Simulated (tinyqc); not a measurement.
Monte Carlo simulation of one carrier in a uniform electric field: one step, computed by the program tinyqc. Command: `OMP_NUM_THREADS=1 python tinyqc.py 3020733 3020734 out.jsonl mcfl walk`. One thread of a shared host (Intel(R) Xeon(R) Processor @ 2.30GHz), about 3 s of CPU time with the checks.

The force e F acts along +z. Flights end at the constant total rate Gamma; the part of Gamma that the real rates do not fill is self-scattering, which leaves k unchanged. One valley, no impurities and no intervalley scattering.

Problem. Scattering event 1. Kane band: hbar^2 k^2/(2 m) = E (1 + alpha E), speed v = hbar k/(m (1 + 2 alpha E)), states per spin, volume and energy g(E) = m k (1 + 2 alpha E)/(2 pi^2 hbar^2); overlap factors are set to 1. Masses are multiplied by m_0 and all formulas are in SI units. Phonon occupation N_q = 1/(exp(hbar w/(k_B T)) - 1). Acoustic deformation potential (elastic, equipartition, absorption and emission together): 1/tau = 2 pi k_B T D_A^2 g(E)/(hbar rho v_l^2). Polar optical, unscreened: W = e^2 w (1/eps_inf - 1/eps_s) m (1 + 2 alpha E') ln|(k + k')/(k - k')| / (4 pi eps_0 hbar^2 k), times N_q for absorption (E' = E + hbar w) and N_q + 1 for emission (E' = E - hbar w > 0), with alpha = 0 for a parabolic band; mean cosine of the angle <cos> = (k^2 + k'^2)/(2 k k') - 1/ln|(k + k')/(k - k')|. Choice: with cumulative rates in the order acoustic, absorption, emission, the process is the first whose sum exceeds r2 Gamma; if none, self-scattering. Final state: E' = E, E + hbar w or E - hbar w gives k'. Isotropic processes: cos(theta) = 1 - 2 r3 from the z axis, phi = 2 pi r4, k' (sin theta cos phi, sin theta sin phi, cos theta). Polar processes: cos(b) = [1 + xi - (1 + 2 xi)^r3]/xi, xi = 2 k k'/(k - k')^2, b from the old direction n; new direction cos b n + sin b (cos phi e1 + sin phi e2), e1 = (z x n)/|z x n|, e2 = n x e1. Use row 1 of the random numbers.

Inputs (values chosen for the exercise, modelled on GaSb):
```
quantity                              value    unit
effective mass m                     0.0424     m_0
non-parabolicity alpha                  1.3    1/eV
static permittivity eps_s              15.7       -
high-frequency permittivity eps_inf    14.4       -
density rho                            5610  kg/m^3
sound velocity v_l                     4170     m/s
acoustic deformation potential D_A      8.1      eV
optical phonon energy hbar w           30.1     meV
lattice temperature T                   350       K
```

Crystal: polar. Band: Kane.

k at the end of the flight (1/nm): 0.2500000  -0.0400000  0.1785670

Random numbers (0.02 to 0.98, from up to 60 sets tried for early real events), one row a flight:
```
       r1      r2      r3      r4
1  0.0858  0.6353  0.7667  0.9053
2  0.6702  0.3391  0.4694  0.7904
3  0.4088  0.5038  0.3757  0.3326
4  0.8305  0.2384  0.5492  0.4048
5  0.5477  0.9391  0.5666  0.7428
6  0.6758  0.7866  0.0788  0.8530
7  0.1234  0.8802  0.8590  0.4648
```

Gamma = 10.01653 1e12/s

Constants: hbar = 1.054571817e-34 J s; m_0 = 9.1093837015e-31 kg; e = 1.602176634e-19 C; k_B = 1.380649e-23 J/K; hbar = 6.582119569e-16 eV s; eps_0 = 8.8541878128e-12 F/m; k_B = 8.617333262e-05 eV/K.

Give: cumulative rates; r2 Gamma; process chosen; k after event 1, the start of the next flight.

Solution.

cumulative rates (1e12/s): acoustic 0.3261, absorption 1.5526, emission 4.0288

r2 Gamma = 6.3635 1e12/s

Process chosen: self-scattering

k after event 1, the start of the next flight (1/nm): 0.25000  -0.04000  0.17857
